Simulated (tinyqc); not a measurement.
# Tunnelling through a gate dielectric with the two-band (Franz) dispersion, WKB transmission and Tsu-Esaki current: two studies

Electrons leave the emitter at x = 0. Energies E (motion across the layers) are in eV from the emitter Fermi level; the collector Fermi level lies at -V and offers states at every E. No charge in the dielectric and no image force: F1 = V/t1, U = phi1 - F1 x. With C = hbar^2/(2 m0), kappa = sqrt(m u (1 - u/Egx)/C), u = U - E where U > E and 0 elsewhere; T(E) = exp(-S), S = 2 times the integral of kappa over x.

Inputs (values chosen for the exercise); dielectric values close to those of silicon nitride: temperature T = 400 K; Fermi energy of the emitter above its band bottom Ef = 0.32 eV; emitter mass in the supply function me = 1 m0; barrier of layer 1 above the emitter Fermi level at zero bias phi1 = 2.06 eV; tunnelling mass of layer 1 m1 = 0.52 m0; thickness of layer 1 t1 = 1.8 nm; gap parameter of the two-band dispersion, set freely Egx = 5.8 eV; voltage across the dielectric V = 0.5 V.

Constants: q = 1.602176634e-19 C, kB = 1.380649e-23 J/K, hbar = 1.054571817e-34 J s, m0 = 9.1093837015e-31 kg, Vt = kB T/q, hbar^2/(2 m0) = 0.0380998212 eV nm^2. Results are converted to the units shown.

Each table varies one quantity; the others keep the values above.

## Two-band against parabolic dispersion

Each layer adds (2/F) sqrt(m/C) [G(u at its left edge) - G(u at its right edge)] to S, with u = U - E (0 where negative) and G(u) = Egx^1.5 (th - sin(4 th)/4)/4, th = arcsin sqrt(u/Egx). The parabolic value uses G(u) = (2/3) u^1.5.

The same in every row: S at E = 0, parabolic = 17.88.

Results:

| Egx (eV) | S at E = 0, two-band | ratio of the two T |
|---|---|---|
| 3.1 | 11.49 | 595.6 |
| 5.2 | 14.42 | 31.77 |
| 6.2 | 15.03 | 17.22 |
| 7.2 | 15.46 | 11.24 |
| 8.2 | 15.77 | 8.201 |
| 9.3 | 16.04 | 6.301 |
| 10.3 | 16.23 | 5.222 |

Estimate the missing row, Egx = 4.1 eV.

Computed row:

| Egx (eV) | S at E = 0, two-band | ratio of the two T |
|---|---|---|
| 4.1 | 13.34 | 93.74 |

With this row back in the table: S rises from 11.5 to 16.2 towards the parabolic 17.9. The factor 1 - u/Egx lowers kappa, so T exceeds the parabolic value by a factor of 596 in the first row and 5.22 in the last.

## Effect of the thickness t1 at fixed voltage

J = J0 times the integral of T(E) N(E) dE, N = ln[(1 + exp(-E/Vt))/(1 + exp((-E - V)/Vt))], J0 = q^2 me m0 kB T/(2 pi^2 hbar^3) (times 1e-4 for A/cm^2 per eV), from E = -Ef to far above the barrier (T = 1 there), by quadrature converged to the digits shown.

Result of one run:

| t1 (nm) | S at E = 0 | T(E = 0) | J (A/cm^2) | mean E of the current (eV) |
|---|---|---|---|---|
| 1.64 | 13.50 | 1.373e-6 | 825.1 | -0.1925 |

What becomes of these results when the thickness of layer 1 t1 is changed from 1.64 to 2.46 nm, all else the same?

Result of the changed run:

| t1 (nm) | S at E = 0 | T(E = 0) | J (A/cm^2) | mean E of the current (eV) |
|---|---|---|---|---|
| 2.46 | 20.25 | 1.608e-9 | 0.8153 | -0.1853 |

The whole series:

| t1 (nm) | S at E = 0 | T(E = 0) | J (A/cm^2) | mean E of the current (eV) |
|---|---|---|---|---|
| 1.1 | 9.054 | 1.169e-4 | 7.888e4 | -0.1969 |
| 1.37 | 11.28 | 1.267e-5 | 8065 | -0.1947 |
| 1.64 | 13.50 | 1.373e-6 | 825.1 | -0.1925 |
| 1.91 | 15.72 | 1.487e-7 | 84.47 | -0.1901 |
| 2.19 | 18.03 | 1.484e-8 | 7.953 | -0.1877 |
| 2.46 | 20.25 | 1.608e-9 | 0.8153 | -0.1853 |
| 2.73 | 22.47 | 1.743e-10 | 0.08364 | -0.1828 |
| 3 | 24.69 | 1.888e-11 | 0.008586 | -0.1803 |

J falls from 78900 to 0.00859 A/cm^2: 3.67 decades a nanometre between the first two rows and 3.66 between the last two. The exponent S alone gives dS/dt/ln 10 = 3.57 and 3.57.

Numbers from tinyqc (`OMP_NUM_THREADS=1 python tinyqc.py 2540122 2540123 out.jsonl`; about 0.03 s on one thread of a shared Intel Xeon 2.30GHz).
